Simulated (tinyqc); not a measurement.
Changing the correlation length Lambda: low-temperature mobility of a two-dimensional electron gas with static screening. Computed by tinyqc, a small Python program. Command: `OMP_NUM_THREADS=1 python tinyqc.py 3015443 3015444 out.jsonl twodeg sweep`. One thread of a shared host (Intel(R) Xeon(R) Processor @ 2.30GHz), about 0.06 s of CPU time with the checks.

One subband is filled, the gas is degenerate and scatters at the Fermi circle; one permittivity serves on both sides of the interface. All formulas are in SI units, masses times m_0. Piezoelectric and polar phonons are left out, and n_s is taken as set by a gate, independent of N_i.

Inputs (values chosen for the exercise, modelled on an InAs channel):
```
quantity                                        value    unit
in-plane mass m                                0.0311     m_0
mass across the layer m_z                      0.0295     m_0
permittivity eps                                 14.8       -
valley degeneracy g_v                               1       -
sheet density n_s                             6.3e+12  1/cm^2
depletion charge N_d                            4e+10  1/cm^2
roughness height Delta                           0.29      nm
remote charge density N_i                     3.2e+10  1/cm^2
distance d of the charges from the interface        7      nm
density rho                                      5680  kg/m^3
sound velocity v_l                               4200     m/s
deformation potential D_A                         7.5      eV
temperature T                                      40       K
```

Wave function: Fang-Howard. Roughness spectrum: Gaussian.

Constants: m_0 = 9.1093837015e-31 kg; e = 1.602176634e-19 C; eps_0 = 8.8541878128e-12 F/m; hbar = 1.054571817e-34 J s; k_B = 1.380649e-23 J/K.

Method:
- k_F = sqrt(2 pi n_s/g_v); E_F = hbar^2 k_F^2/(2 m); q_TF = g_v m e^2/(2 pi eps eps_0 hbar^2); Fang-Howard parameter b = [12 m_z e^2 (N_d + 11 n_s/32)/(eps eps_0 hbar^2)]^(1/3), mean depth 3/b; effective field F = e (N_d + n_s/2)/(eps eps_0).
- Form factors with u = q/b: screening G(q) = [1 + 9u/8 + 3u^2/8]/(1 + u)^3, remote charge P(q) = exp(-q d)/(1 + u)^3. Dielectric function eps(q) = 1 + q_TF G(q)/q, with q = 2 k_F sin(theta/2).
- Roughness: <|U|^2> = (e F)^2 S(q), S = pi Delta^2 Lambda^2 exp(-q^2 Lambda^2/4).
- 1/tau_t = (m/(pi hbar^3)) int_0^pi (1 - cos theta) <|U|^2>/eps(q)^2 dtheta; the quantum rate 1/tau_q drops the factor (1 - cos theta); 200 Gauss-Legendre points in s with theta = pi s^2, s from 0 to 1; mu = e tau_t/m.
- Remote charges: <|U|^2> = N_i [e^2 P(q)/(2 eps eps_0 q)]^2.
- Unscreened deformation potential in equipartition: 1/tau = m D_A^2 k_B T I/(rho v_l^2 hbar^3), I = int |psi|^4 dz = 3 b/16 for the Fang-Howard function (used for both wave-function options); mu = e tau/m. Bloch-Grueneisen temperature T_BG = 2 hbar v_l k_F/k_B.
- At the Fermi circle the rates add, so 1/mu is the sum; sheet resistance 1/(n_s e mu); mean free path hbar k_F mu/e; the quantum time adds the rates 1/tau_q, with the isotropic acoustic rate e/(m mu).

One run for each value; columns: (1) correlation length Lambda (nm); (2) roughness mobility (cm^2/(V s)); (3) tau_t/tau_q, roughness; (4) mobility mu (cm^2/(V s)); (5) remote-charge mobility (cm^2/(V s)):
```
(1)           (2)     (3)         (4)         (5)
0.50   1.0080e+06    0.93  7.6003e+05  2.1084e+08
0.86   3.9351e+05    0.97  3.4905e+05  2.1084e+08
1.50   1.9857e+05    1.12  1.8658e+05  2.1084e+08
2.60   2.0163e+05    1.80  1.8927e+05  2.1084e+08
4.50   4.5440e+05    5.18  3.9613e+05  2.1084e+08
7.70   9.9558e+05   14.18  7.5295e+05  2.1084e+08
13.00  2.2187e+06   35.94  1.2913e+06  2.1084e+08
23.00  6.0622e+06   98.77  2.0465e+06  2.1084e+08
40.00  1.8826e+07  267.99  2.6540e+06  2.1084e+08
```

What does the table show, and why?

Over the rows, roughness mobility (cm^2/(V s)) goes from 1.01e6 through a minimum among these rows, 199000 at 1.50, to 1.88e7; tau_t/tau_q, roughness rises from 0.931 to 268 (exponent d ln y / d ln x 0.078 between the first rows and 1.8 between the last); mobility mu (cm^2/(V s)) goes from 760000 through a minimum among these rows, 187000 at 1.50, to 2.65e6. Roughness scatters most when k_F Lambda is of order 1, that is near Lambda = 1.6 nm: shorter roughness averages out, longer roughness deflects only through small angles.

Caution (all rows): E_F exceeds 100 meV in a band of small mass, where non-parabolicity and upper valleys, left out here, matter. Caution (all rows): E_F exceeds 1.1 (hbar^2 e^2 F^2/2 m_z)^(1/3), of the order of the first subband spacing (1.75 times that in a triangular well, less with self-consistent band bending), so a second subband may fill. Caution (all rows): T is below the Bloch-Grueneisen temperature T_BG, so equipartition fails: the acoustic mobility is only a lower bound and the acoustic share of 1/mu is overstated.

Extremes, crossings and ranges named in words are read from the listed rows.
